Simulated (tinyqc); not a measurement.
## Illuminated p-n diode, drift-diffusion by the Gummel loop with Scharfetter-Gummel fluxes: current against voltage in the dark

Abrupt junction at x = 0, p side from -Lp, n side to Ln, ohmic contacts. psi is counted from the intrinsic level; n = ni exp((psi - phin)/Vt), p = ni exp((phip - psi)/Vt). Contacts: p side psi = V - Vt ln(Na/ni), p = Na, n = ni^2/Na; n side psi = Vt ln(Nd/ni), n = Nd, p = ni^2/Nd. Constant mobilities, D = mu Vt, Boltzmann statistics, SRH recombination through a mid-gap level, U = (n p - ni^2)/(tp (n + ni) + tn (p + ni)). Current is positive from the p contact to the n contact.

ni = sqrt(Nc Nv) exp(-Eg/(2 Vt)), Eg in volts. Poisson and both continuity equations are solved self-consistently with Scharfetter-Gummel fluxes on a graded mesh of 500 nodes. J_scr is q times the integral of U between -xp and xn. Ideal diffusion current J_id = q ni^2 [Dn coth(wp/Le)/(Le Na) + Dp coth(wn/Lh)/(Lh Nd)] (exp(V/Vt) - 1), Le = sqrt(Dn tn), Lh = sqrt(Dp tp), wp = Lp - xp, wn = Ln - xn, with xp and xn from the depletion approximation (W = sqrt(2 eps0 eps_r (Vbi - V)(1/Na + 1/Nd)/q), xp = W Nd/(Na + Nd), xn = W Na/(Na + Nd), Vbi = Vt ln(Na Nd/ni^2)). Ideality factor = 0.004 V/(Vt ln[J(V + 0.004 V)/J(V)]). Here G = 0.

Values chosen for this exercise; band and dielectric values close to those of silicon: temperature T = 300 K; band gap Eg = 1.13 eV; relative permittivity eps_r = 11.5; conduction-band density of states at T Nc = 2.84e19 cm^-3; valence-band density of states at T Nv = 2.67e19 cm^-3; acceptor density of the p side Na = 4.8e16 cm^-3; donor density of the n side Nd = 4.7e17 cm^-3; electron mobility mun = 510 cm^2/(V s); hole mobility mup = 290 cm^2/(V s); SRH lifetime of electrons tn = 3e-9 s; SRH lifetime of holes tp = 9e-9 s; length of the p side Lp = 2.7 um; length of the n side Ln = 0.98 um; uniform generation rate G = 0 cm^-3 s^-1.

Constants: q = 1.602176634e-19 C, kB = 1.380649e-23 J/K, Vt = kB T/q, eps0 = 8.8541878128e-14 F/cm where lengths are in cm. Results are converted to the units shown.

Result of one run:
```
J (A/cm^2)	ideality factor	J_scr/J (%)	J_id (A/cm^2)	share recombining at the contacts (%)	larger minority/doping at -xp and xn
4.54e-6	1.85	99.6	1.61e-8	0.195	3.90e-11
```

Which bias of the p contact V gave this result: 0.17, 0.24, 0.31, 0.53 or 0.6 V?

V = 0.17 V.

The whole series:
```
V (V)	J (A/cm^2)	ideality factor	J_scr/J (%)	J_id (A/cm^2)	share recombining at the contacts (%)	larger minority/doping at -xp and xn
0.17	4.54e-6	1.85	99.6	1.61e-8	0.195	3.90e-11
0.24	1.95e-5	1.86	98.8	2.41e-7	0.681	5.80e-10
0.31	8.50e-5	1.80	95.7	3.62e-6	2.33	8.63e-9
0.39	5.11e-4	1.62	84.4	7.98e-5	8.51	1.88e-7
0.46	0.00311	1.37	61.5	0.00119	20.9	2.78e-6
0.53	0.0267	1.16	33.1	0.0179	36.2	4.09e-5
0.6	0.311	1.06	14.0	0.268	46.5	5.96e-4
0.67	4.16	1.04	5.27	4.01	51.4	0.00836
0.74	51.8	1.16	1.71	60.0	57.3	0.0965
```

J rises from 4.54e-6 to 51.8 A/cm^2; the ideality factor moves up and down between 1.04 and 1.86. Recombination in the depleted layer carries over half of the current up to V = 0.46 V, where the factor is 1.37; it grows roughly as exp(V/2 Vt), so diffusion overtakes it. Where the factor is lowest (V = 0.67 V), J is 3.7 % above the ideal diffusion current.

Numbers from tinyqc (`OMP_NUM_THREADS=1 python tinyqc.py 2240012 2240013 out.jsonl`; about 0.6 s on one thread of a shared Intel Xeon 2.30GHz).
